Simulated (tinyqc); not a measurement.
Pillar capacitor in an array: capacitance, non-linearity, leakage and relaxation: two steps of the calculation.

A film between two metal electrodes, each interface adding a series capacitance ci. The small-signal permittivity is ek (1 + aq E^2); the field is found with the linear permittivity. Leakage J = J0 sinh(E/Ef). After a voltage step the film passes a relaxation current kr C V tt^(-nr), tt being the time in seconds. The sidewall is a coaxial capacitor with radii a = dm/2 and b = dm/2 + t, depth AR dm; the end face is left out.

Values chosen for this exercise; permittivity of the order of that of zirconium oxide: relative permittivity of the film ek = 38.2; film thickness t = 19 nm; capacitance of each electrode interface (dead layer and screening) ci = 140 uF/cm^2; quadratic field coefficient of the permittivity aq = 0.0048 cm^2/MV^2; bias V = 2.1 V; leakage prefactor J0 = 3.5e-11 A/cm^2; field for an e-fold rise of the leakage Ef = 0.49 MV/cm; diameter of the pillar dm = 170 nm; aspect ratio, depth over diameter AR = 70; pitch of the square array pt = 410 nm; resistivity of the inner electrode rho = 120 uohm cm.

Constants: eps0 = 8.8541878128e-14 F/cm where lengths are in cm. Results are converted to the units shown.

Question 1. Planar capacitance, field and non-linearity. Planar film: Cf = eps0 ek/t, 1/C = 1/Cf + 2/ci, EOT = 3.9 eps0/C, effective permittivity C t/eps0, E = (V/t) C/Cf; quadratic coefficient [C(V)/C - 1]/V^2 with Cf (1 + aq E^2) in C(V).

Find: Cf; C; EOT; effective permittivity; E; quadratic coefficient; J.

Answer 1.

Cf = 1.780 uF/cm^2
C = 1.736 uF/cm^2
EOT = 1.989 nm
effective permittivity = 37.25
E = 1.078 MV/cm
quadratic coefficient = 1233 ppm/V^2
J = 1.560e-10 A/cm^2

The interfaces take 2.48 % of the voltage.

Question 2. Cell capacitance, fields and time constant. Per length 1/c = ln(b/a)/(2 pi eps0 ek) + (1/a + 1/b)/(2 pi ci); cell capacitance c AR dm; per footprint over pt^2; fields c V/(2 pi eps0 ek r) at r = a and b; resistance of the inner electrode rho AR dm/(pi a^2); time constant R C/3 of the distributed line.

Give: a; b; cell capacitance; capacitance per footprint; field at a; field at b; R; R C/3.

Answer 2.

a = 85.000 nm
b = 104.00 nm
cell capacitance = 122.23 fF
capacitance per footprint = 72.711 uF/cm^2
field at a = 1.1941 MV/cm
field at b = 0.97592 MV/cm
R = 0.62913 kohm
R C/3 = 25.632 ps

The array gives 41.9 times the planar capacitance per footprint; curvature makes the field at the inner electrode 1.11 times the planar value.

Computed by the program tinyqc: `OMP_NUM_THREADS=1 python tinyqc.py 2102149 2102150 out.jsonl`, one thread of a shared Intel Xeon 2.30GHz, about 0.01 s for the whole run.
